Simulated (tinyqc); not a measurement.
Composition against offsets: model-solid line-up of a strained alloy layer on a substrate.

All values of the alloy are linear in x but the gap, Eg(x) = (1 - x) Eg_A + x Eg_B - C x (1 - x), and the valence edge, Ev(x) = (1 - x) Ev_A + x Ev_B + fv C x (1 - x); Ec = Ev + Eg. Ev is the top of the unstrained valence band on a scale common to all materials. In the layer only the Gamma valley of the conduction band is followed, also where an X or L valley would lie lower.

Coherent growth on a (001) face: e_par = (a_s - a)/a, e_perp = -2 (C12/C11) e_par; exx = eyy = e_par, ezz = e_perp, no shear.

Strained edges: Ec + ac tr(e); the valence edges are Ev plus the levels of the 6 x 6 matrix of X, Y, Z times spin with -Dso/3 + l exx + m (eyy + ezz) on the diagonal (cyclic), n exy off it, l = av + 2 b, m = av - b, n = sqrt(3) d. Spin-orbit term (Dso/3) L.sigma on X, Y, Z with (L_k)_ij = -i epsilon_kij: <X+|H|Y+> = -i Dso/3, <X+|H|Z-> = Dso/3, <Y+|H|Z-> = -i Dso/3, <Z+|H|X-> = -Dso/3, <Z+|H|Y-> = i Dso/3, <X-|H|Y-> = i Dso/3, and their conjugates; + and - are the spin along z.

dEc = Ec(substrate) - Ec(layer), dEv = Ev(layer) - Ev(substrate); positive values confine the carrier in the layer. Type I: both of one sign; type II: opposite signs; type III: the gaps do not overlap.

Parameters, chosen for this exercise (A near InAs, B near InSb, substrate near GaSb; not measured data):

| symbol | value | unit | meaning |
|---|---|---|---|
| a | (6.066, 6.477) | angstrom | lattice constant of A, B |
| Eg | (0.411, 0.234) | eV | gap at Gamma to the s-like level of A, B |
| Dso | (0.387, 0.812) | eV | spin-orbit splitting of A, B |
| Ev | (-0.59, 0) | eV | top of the unstrained valence band of A, B |
| ac | (-5.1, -6.94) | eV | conduction deformation potential of A, B |
| av | (1.01, 0.36) | eV | valence hydrostatic potential of A, B |
| b | (-1.79, -1.97) | eV | tetragonal shear potential of A, B |
| d | (-3.55, -4.65) | eV | trigonal shear potential of A, B |
| C11 | (83.9, 68.8) | GPa | of A, B |
| C12 | (45.1, 37.5) | GPa | of A, B |
| C44 | (40.1, 30.7) | GPa | of A, B |
| C | 0.592 | eV | bowing of the gap |
| fv | 0.75 |  | share of the bowing taken by the valence edge |
| a_s | 6.099 | angstrom | substrate |
| Eg_s | 0.812 | eV | lowest gap of the substrate |
| Ev_s | -0.03 | eV | substrate valence edge |
| face | 001 |  | growth face |

Each composition is strained to the same substrate.

Results:

| x | e_par (%) | relaxed gap (eV) | strained gap (eV) | valence splitting (meV) | dEc (eV) | dEv (eV) | type |
|---|---|---|---|---|---|---|---|
| 0.02 | 0.41 | 0.396 | 0.356 | 31 | 0.975 | -0.519 | III |
| 0.09 | -0.07 | 0.347 | 0.348 | 5 | 0.933 | -0.469 | III |
| 0.17 | -0.60 | 0.297 | 0.310 | 43 | 0.882 | -0.379 | III |
| 0.24 | -1.06 | 0.261 | 0.283 | 74 | 0.834 | -0.305 | III |
| 0.31 | -1.52 | 0.230 | 0.262 | 103 | 0.785 | -0.235 | II |
| 0.38 | -1.98 | 0.204 | 0.247 | 129 | 0.733 | -0.169 | II |
| 0.46 | -2.49 | 0.183 | 0.238 | 158 | 0.671 | -0.097 | II |
| 0.53 | -2.94 | 0.170 | 0.236 | 182 | 0.615 | -0.039 | II |

The alloy matches the substrate at x = 0.080, where the top valence edge changes its character and the splitting passes through zero. The strained gap runs from 0.356 to 0.236 eV, against 0.396 to 0.170 eV for the relaxed alloy: strain takes back part of the change that the composition makes. Strains above 2 % can be kept only in layers of a few nanometres. The type changes: III to II between x = 0.24 and 0.31. Offsets below about 50 meV are within the spread of parameter sets, so those rows do not settle the type.

Run: tinyqc, `OMP_NUM_THREADS=1 python tinyqc.py 1081577 1081578 out.jsonl`; Intel(R) Xeon(R) Processor @ 2.30GHz, one thread, shared host; about 0.01 s of CPU time with all checks.
